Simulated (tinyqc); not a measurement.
Tunnelling through a gate dielectric with the two-band (Franz) dispersion, WKB transmission and Tsu-Esaki current: one step of the calculation.

Electrons leave the emitter at x = 0. Energies E (motion across the layers) are in eV from the emitter Fermi level; the collector Fermi level lies at -V and offers states at every E. No charge in the dielectric and no image force: F1 = V/t1, U = phi1 - F1 x. With C = hbar^2/(2 m0), kappa = sqrt(m u (1 - u/Egx)/C), u = U - E where U > E and 0 elsewhere; T(E) = exp(-S), S = 2 times the integral of kappa over x.

Problem. WKB exponent in closed form. Each layer adds (2/F) sqrt(m/C) [G(u at its left edge) - G(u at its right edge)] to S, with u = U - E (0 where negative) and G(u) = Egx^1.5 (th - sin(4 th)/4)/4, th = arcsin sqrt(u/Egx). The slope follows from 1/d = -dS/dE.

Inputs (values chosen for the exercise); dielectric values close to those of silicon dioxide: barrier of layer 1 above the emitter Fermi level at zero bias phi1 = 2.99 eV; tunnelling mass of layer 1 m1 = 0.51 m0; thickness of layer 1 t1 = 2.8 nm; gap parameter of the two-band dispersion, set freely Egx = 9.1 eV; voltage across the dielectric V = 0.5 V; energy of the electron followed E = -0.27 eV.

Constants: q = 1.602176634e-19 C, hbar = 1.054571817e-34 J s, m0 = 9.1093837015e-31 kg, hbar^2/(2 m0) = 0.0380998212 eV nm^2. Results are converted to the units shown.

Find: S; T(E); energy d over which T(E) grows by a factor e.

Solution.

S = 29.06
T(E) = 2.394e-13
energy d over which T(E) grows by a factor e = 0.4085 eV

The midpoint rule gives S = 29.061, so its T(E) is 0.052 % below this value. The band edge stays above E through the whole stack: direct tunnelling through a trapezoid.

Program tinyqc, `OMP_NUM_THREADS=1 python tinyqc.py 2540066 2540067 out.jsonl`; Intel Xeon 2.30GHz, shared host, one thread, about 0.01 s.
